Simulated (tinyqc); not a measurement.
Crystal pulling from the melt: segregation, interface stability, heat balance and point-defect regime: one step, computed by the program tinyqc. Command: `OMP_NUM_THREADS=1 python tinyqc.py 3005207 3005208 out.jsonl pull walk`. One thread of a shared host (Intel(R) Xeon(R) Processor @ 2.30GHz), about 0.01 s of CPU time with the checks.

A dilute solute; steady pulling with a flat interface unless it is found unstable.

Task: Boundary layer and effective coefficient. delta = 1.61 D^(1/3) nu^(1/6) omega^(-1/2), omega = 2 pi rpm/60; k_eff = k0/[k0 + (1 - k0) exp(-V delta/D)] (Burton, Prim and Slichter); the melt at the interface is enriched by k_eff/k0.

Inputs (values chosen for the exercise, modelled on germanium in silicon): equilibrium coefficient k0 = 0.34; diffusivity in the melt D = 0.0004 cm^2/s; kinematic viscosity nu = 0.003 cm^2/s; crystal rotation = 8 rpm; pull rate V = 1.5 mm/min.

Give: boundary layer delta; V delta/D; k_eff; enrichment at the interface.

Result:

boundary layer delta = 492.2 micrometre

V delta/D = 0.3076

k_eff = 0.4120

enrichment at the interface = 1.212

k_eff has moved 10.9 % of the way from k0 to 1. A 10 % ripple of V gives striations of 1.81 % in C_s, since d ln k_eff/d ln V = (1 - k_eff) V delta/D.
